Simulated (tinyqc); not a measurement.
Gate sheet resistance from two finger widths.

Problem. At low frequency R = Rsh Wf/(3 L) + B/Wf, where B collects the channel and vertical terms. Find Rsh, B and the width of lowest R.

Inputs (values chosen for the exercise): channel length L = 0.14 um.

input resistance of single fingers, contacted at one end, of width 0.9 and 6.2 um (ohm): 239.97619  79.632873

Solution. R Wf is a straight line in Wf^2; the minimum of R lies where both terms are equal.

Rsh = 3.10 ohm/square
B = 210 ohm um
width of lowest R = 5.33 um

Program tinyqc, `OMP_NUM_THREADS=1 python tinyqc.py 2262011 2262012 out.jsonl`; Intel Xeon 2.30GHz, shared host, one thread, about 0.01 s.
